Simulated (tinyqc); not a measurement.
From results back to parameters: Shockley state of an s-p chain by decimation. Three cases, with inputs chosen for the exercise.

Problem. For the s-p chain the s level is -d/2 - 2 ts cos k and the p level d/2 + 2 tp cos k at k = 0 and pi, and at k = pi/2 the bands lie sqrt(d^2 + 16 u^2) apart. The values below come from hidden parameters.

Find: d, ts, tp, |u|; order at k = pi.

Method. Means give -d/2 and d/2, widths 4 ts and 4 tp; u follows from the splitting. The order is inverted where s lies above p at pi.

Case 1.

s level (eV): k = 0 -3.375, k = pi 0.945
p level (eV): k = 0 2.935, k = pi -0.505
splitting at pi/2 = 4.85231 eV

Solution.

d, ts, tp, |u| (eV): 2.43  1.08  0.86  1.05

order at k = pi: inverted

Case 2.

s level (eV): k = 0 -2.255, k = pi 1.025
p level (eV): k = 0 2.655, k = pi -1.425
splitting at pi/2 = 3.35370 eV

Solution.

d, ts, tp, |u| (eV): 1.23  0.82  1.02  0.78

order at k = pi: inverted

Case 3.

s level (eV): k = 0 -6.670, k = pi -0.990
p level (eV): k = 0 6.350, k = pi 1.310
splitting at pi/2 = 7.88733 eV

Solution.

d, ts, tp, |u| (eV): 7.66  1.42  1.26  0.47

order at k = pi: normal

Computed by tinyqc, one run a case: `OMP_NUM_THREADS=1 python tinyqc.py N N+1 out.jsonl` with N = 1482043, 1482074, 1482363; one thread of a shared Intel(R) Xeon(R) Processor @ 2.30GHz, about 0.2 s a run at most.
